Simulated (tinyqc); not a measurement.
Bulk transistor, scale length and short-channel effects: course of the iteration: decay constant by Newton steps.

A gate, an insulator of thickness ti and a depleted layer of depth ts on a conducting body. Below threshold the potential that source and drain add obeys Laplace's equation and vanishes on the gate and at the bottom of the depleted layer. Its lowest mode decays along the channel as exp(-k y); k is the smallest positive root of the matching condition at the interface, and the scale length is Lambda = pi/k.

f(k) = eps_r sin(k ti) cos(k ts) + ei cos(k ti) sin(k ts); f' by a central difference with +/- 1e-5 1/nm; k(new) = k - f/f'.

Stop when k changes by less than 1e-10 1/nm, or after 30 iterations.

Parameters, values chosen for the exercise; permittivities: semiconductor made up, insulator close to that of aluminium oxide:

| symbol | value | unit | meaning |
|---|---|---|---|
| eps_r | 12.3 |  | relative permittivity of the semiconductor |
| ei | 9.33 |  | relative permittivity of the insulator |
| ti | 2.3 | nm | insulator thickness |
| ts | 24 | nm | depletion depth |

k at the start = 0.12 1/nm

Course of the iteration:
```
iteration,k (1/nm),|change| (1/nm)
1,0.116431,3.57e-3
2,0.116437,6.12e-6
3,0.116437,1.39e-11
```

Did this iteration meet its convergence test, and what does its course show?

Yes. Converged in 3 iterations. The change falls from 0.0036 in the first iteration to below the tolerance in the last.

Numbers from tinyqc (`OMP_NUM_THREADS=1 python tinyqc.py 2420141 2420142 out.jsonl`; about 0.01 s on one thread of a shared Intel Xeon 2.30GHz).
